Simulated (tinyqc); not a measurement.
The diagram with and without ligand: potential-pH (Pourbaix) lines of a metal, its cation, its oxide and an oxyanion, with a complexing ligand. Computed by tinyqc, a small Python program. Command: `OMP_NUM_THREADS=1 python tinyqc.py 3020652 3020653 out.jsonl pourb walk`. One thread of a shared host (Intel(R) Xeon(R) Processor @ 2.30GHz), about 0.02 s of CPU time with the checks.

Potentials are against the standard hydrogen electrode; solids and water have unit activity; dG_f of M, H+ and the electron is zero; F = e N_A and s = R T ln(10)/F. The cation carries z = 2.

Inputs (values chosen for the exercise, modelled on iron):
```
quantity,value,unit
dG_f of the cation,-78.26,kJ/mol
dG_f of the oxide,-249.14,kJ/mol
dG_f of the oxyanion,-300.56,kJ/mol
dG_f of water,-237.14,kJ/mol
temperature T,298.15,K
log10 of the dissolved activity a,-2,-
log10 of the stability constant beta of ML,9.7,-
pKa of HL,5.8,-
total ligand c_L,0.0074,mol/L
```

Species: M, M2+, MO, MO2(2-).

Constants: R = 8.314462618 J/(mol K); e = 1.602176634e-19 C; N_A = 6.02214076e+23 1/mol.

Method. M2+ + 2e = M; MO + 2H+ + 2e = M + H2O; MO2(2-) + 4H+ + 2e = M + 2H2O. For each, E0 = -dG/(z F), and E = E0 + (s/z) log10 a - (s n_H/z) pH, with no activity term for the oxide. The free ligand is c_L/(1 + 10^(pKa - pH)) (ligand in excess); dissolved metal is a in all, so the free cation is a/alpha, alpha = 1 + beta [L]; the cation line drops by (s/z) log10 alpha.

E0 (V): cation -0.405554, oxide -0.062186, oxyanion 0.900240

s = 0.0591593 V

Lines against the metal (V); the species with the lowest line is stable above it:
```
pH,cation,oxide,oxyanion,stable above,cation with ligand,"stable above, ligand"
0,-0.46471,-0.06219,0.84108,cation,-0.51726,dissolved
2,-0.46471,-0.18050,0.60444,cation,-0.57621,dissolved
4,-0.46471,-0.29882,0.36781,cation,-0.63516,dissolved
5,-0.46471,-0.35798,0.24949,cation,-0.66305,dissolved
6,-0.46471,-0.41714,0.13117,cation,-0.68232,dissolved
7,-0.46471,-0.47630,0.01285,oxide,-0.68782,dissolved
8,-0.46471,-0.53546,-0.10547,oxide,-0.68853,dissolved
9,-0.46471,-0.59462,-0.22379,oxide,-0.68860,dissolved
10,-0.46471,-0.65378,-0.34211,oxide,-0.68861,dissolved
12,-0.46471,-0.77210,-0.57874,oxide,-0.68861,oxide
14,-0.46471,-0.89042,-0.81538,oxide,-0.68861,oxide
```

Without ligand the oxide holds 6 of the eleven rows (pH 7 to 14), with it 2 (pH 12, 14). The ligand acts once beta [L] exceeds 1, from pH = pKa - log10(beta c_L) = -1.8 on, that is in all rows; its line then falls by at most s/z per pH unit and flattens beyond pKa, 0.224 V below the free cation at most. The oxide line falls faster, by s per pH unit, so the oxide takes over again at higher pH.

Extremes, crossings and ranges named in words are read from the listed rows.
